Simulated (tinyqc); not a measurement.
Inside a calculation: quantum-confined Stark effect in a modulator well. Values are carried at full precision from step to step, so a last printed digit may differ when a step is redone from the rounded ones.

Constants: hbar^2/2m0 = 3.80998211 eV angstrom^2; e^2/(4 pi eps0) = 14.39964547 eV angstrom; hc = 1239.841984 eV nm.

Inputs chosen for the exercise (near those of an InGaAsP well in InP; not measured data): L = 96 angstrom (well width); me = 0.0493 m0 (electron, well); mh = 0.347 m0 (heavy hole along z, well); F = 111 kV/cm (field); Vc = 0.201 eV (conduction offset); Vv = 0.313 eV (heavy-hole offset); meb = 0.0802 m0 (electron, barrier); mhb = 0.499 m0 (heavy hole, barrier); Eg = 0.872 eV (gap of the well); mp = 0.11 m0 (heavy hole in the plane); eps = 13.2 (dielectric constant); dE = 25 meV (operating point below the zero-field line); G = 6 meV (half width of the exciton line).

## Estimate for hard walls

Second order: each level moves by -C m (e F)^2 L^4/(2c), C = (15/pi^2 - 1)/(24 pi^2), c = hbar^2/2m0, 1 kV/cm = 1e-5 eV/angstrom. It holds while e F L is no more than about twice 3 c pi^2/(m L^2).

Estimate:
```
carrier     shift (meV)  e F L over the level spacing
electron          -1.49                          0.43
heavy hole       -10.46                          3.02
```

The hole, 7.0 times heavier, carries 88 % of the estimated shift; for it the ratio exceeds 3, so second order overstates its shift, by 13 % at a ratio of 3 and 60 % at 8.

## Levels and envelopes

Envelopes on cells of 0.5 angstrom over the well |z| < L/2 and 45 angstrom of barrier on each side, psi = 0 beyond, psi'/m continuous (mean mass between points), c = hbar^2/2m0. The electron sees + e F z and the hole - e F z, each with its offset in the barriers; 1 kV/cm = 1e-5 eV/angstrom. Light holes, band mixing and escape by tunnelling are left out.

Ground levels, squared overlap and separation <z>_h - <z>_e without and with the field.

Results:
```
F (kV/cm)  E_e (meV)  E_h (meV)  overlap^2  separation (angstrom)
0              36.08       8.92      0.941                    0.0
111            28.35      -5.50      0.454                   35.4
```

The electron level moves by -7.73 meV (5.2 times the hard-wall estimate, since it leaks into the barriers and sees a wider well) and the hole level by -14.42 meV (1.38 times).

## Exciton

Exciton: in-plane function exp(-rho/lam), 1/mu = 1/me + 1/mp, E(lam) = c/(mu lam^2) - (q/eps) times the integral over k of Fm(k)(1 + (k lam/2)^2)^(-3/2), Fm(k) the double integral of psi_e^2 psi_h^2 exp(-k |z - z'|), q = e^2/(4 pi eps0); binding Eb = -E at the minimum. Line at Eg + E_e + E_h - Eb, strength proportional to overlap^2/lam^2.

Minimise over lam without and with the field.

Results:
```
F (kV/cm)  lam (angstrom)  Eb (meV)  line (eV)      nm  overlap^2/lam^2 (1e-4/angstrom^2)
0                   159.0      6.43     0.9106  1361.6                             0.3724
111                 178.8      5.58     0.8893  1394.2                             0.1421
```

The weaker binding gives back 0.85 meV of the red shift, leaving 21.3 meV; the strength falls to 38 %.

## Contrast at the operating point

With a Gaussian line of half width G, the absorption at E_op = line(0) - dE is proportional to strength x exp(-ln2 ((E_op - line)/G)^2); continuum absorption is left out. Give it at both fields, relative to the zero-field peak.

E_op = 0.8856 eV
wavelength = 1400.1 nm

absorption without and with the field: [5.9e-06, 0.29]

The field changes the absorption by +0.29 of the zero-field peak. With dE above 2G the Gaussian tail at zero field is weak; real tails fall only exponentially and absorb more.

## Checks

- Zero-field levels against the matching condition of the square well, meV: largest difference 1.9e-01.
- Slope d(E_e + E_h)/dF against minus the separation (Hellmann-Feynman), angstrom: both -35.4.

(tinyqc, `OMP_NUM_THREADS=1 python tinyqc.py 1251985 1251986 out.jsonl`, Intel(R) Xeon(R) Processor @ 2.30GHz, 1 thread, shared host, about 0.2 s.)
